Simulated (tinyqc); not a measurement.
Worked calculation: Landau-Devonshire theory of a uniaxial ferroelectric. Computed by tinyqc, a small Python program that keeps every step. Command: `OMP_NUM_THREADS=1 python tinyqc.py 3016662 3016663 out.jsonl ferro walk`. One thread of a shared host (Intel(R) Xeon(R) Processor @ 2.30GHz), about 0.01 s of CPU time with the checks. Intermediate numbers are printed to about 6 digits and carried at full precision; extremes and crossings named in words are read from the listed rows.

G(P) = (alpha/2) P^2 + (beta*/4) P^4 + (gamma/6) P^6 - E P per volume, SI units, one domain, P along the polar axis.

Inputs (values chosen for the exercise, modelled on lead titanate): alpha_0 = 727000 J m/(C^2 K); Curie-Weiss temperature T0 = 752 K; beta = -2.87e+08 J m^5/C^4; gamma = 1.55e+09 J m^9/C^6; temperature T = 404 K; applied field E = 4.9 MV/m; start of Newton steps P0/Ps = 0.35.

Sample: free crystal.

Constants: eps_0 = 8.8541878128e-12 F/m.

## Coefficients at T

alpha = alpha_0 (T - T0*), T0* = T0, beta* = beta.

T0* = 752 K

alpha = -2.52996e+08 J m/C^2

beta* = -2.87e+08 J m^5/C^4

beta* < 0: the transition is of first order.

## Spontaneous polarisation, susceptibility, coercive field

Ps^2 = [-beta* + sqrt(beta*^2 - 4 alpha gamma)]/(2 gamma). chi = 1/(eps_0 G''), G'' = alpha + 3 beta* P^2 + 5 gamma P^4 at Ps. Ps, chi and the coercive field are for perfect screening, without a depolarising field. The intrinsic coercive field is |alpha P + beta* P^3 + gamma P^5| at the P_c where G'' = 0. 1 C/m^2 = 100 microcoulomb/cm^2.

spontaneous polarisation Ps = 71.2083 microcoulomb/cm^2

susceptibility chi = 86.6751

well depth G(Ps) = -48.9108 MJ/m^3

P_c = 49.4543 microcoulomb/cm^2

intrinsic coercive field = 113.979 MV/m

P_c/Ps = 0.695, above the 0.577 of a quartic well, as the sixth-order term matters. Real switching runs by domain nucleation at far lower fields.

## Temperatures of the first-order transition

T_C = T0* + 3 beta*^2/(16 alpha_0 gamma); the polar phase survives up to T1 = T0* + beta*^2/(4 alpha_0 gamma); at T_C Ps^2 = -3 beta*/(4 gamma); latent heat = (1/2) alpha_0 T_C Ps^2.

transition temperature T_C = 765.706 K

superheating limit T1 = 770.274 K

jump of Ps = 37.2654 microcoulomb/cm^2

latent heat = 38.6525 MJ/m^3

Thermal hysteresis can span at most T1 - T0* = 18.3 K.

## Polarisation in the field by Newton steps

Solve G'(P) = alpha P + beta* P^3 + gamma P^5 - E = 0 by P(new) = P - G'/G'' from P0; stop when the step is below 1e-11 C/m^2 (G' under 1e-6 MV/m is shown as 0).

Newton steps:
```
step  P (microcoulomb/cm^2)     G' (MV/m)  G'' (MJ m/C^2)
1                   24.9229  -7.09064e+01        -276.575
2                   -0.7144  -3.09248e+00        -253.040
3                   -1.9365   1.43866e-03        -253.318
4                   -1.9360             0        -253.318
```

P at the end of the steps = -1.93597 microcoulomb/cm^2

1/(eps_0 G'') there = -445.847

The steps end on a root with G'' < 0, the maximum of G between the wells: the start lay inside P_c, where the curvature is negative.

Reruns converge with start of Newton steps P0/Ps = 1.0; or with start of Newton steps P0/Ps = 2.0.

Checks made by the program: Ps against a numerical root of G'(P)/P (relative difference below 1e-10).
